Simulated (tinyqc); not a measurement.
Hall effect and magnetoresistance of several carrier groups with constant relaxation times: one step, computed by the program tinyqc.

Group 1 has charge +e and group 2 charge +e; s_i is that sign. B lies along z; mu B is formed with mu in m^2/(V s).

Question. Resistivity, Hall coefficient and magnetoresistance. rho_xx = sigma_xx/(sigma_xx^2 + sigma_xy^2); Hall coefficient R_H = sigma_xy/(B (sigma_xx^2 + sigma_xy^2)), with B in V s/cm^2 (1 T = 1e-4 V s/cm^2); magnetoresistance MR = rho_xx(B)/rho_xx(0) - 1. Apparent density 1/(e |R_H|); Hall mobility |R_H|/rho_xx.

Inputs (values chosen for the exercise, for a model conductor): magnetic field B = 1.2 T.

Carriers: light and heavy holes. Densities: per volume.

sigma_xx = 24.14410 S/cm

sigma_xy = 5.391358 S/cm

sigma at B = 0 = 25.95526 S/cm

Constants: e = 1.602176634e-19 C.

Give: rho_xx; Hall coefficient R_H; magnetoresistance MR; apparent density; Hall mobility.

Answer.

rho_xx = 0.03945 ohm cm

Hall coefficient R_H = 73.41 cm^3/C

magnetoresistance MR = 2.396 %

apparent density = 8.502e+16 1/cm^3

Hall mobility = 1861 cm^2/(V s)
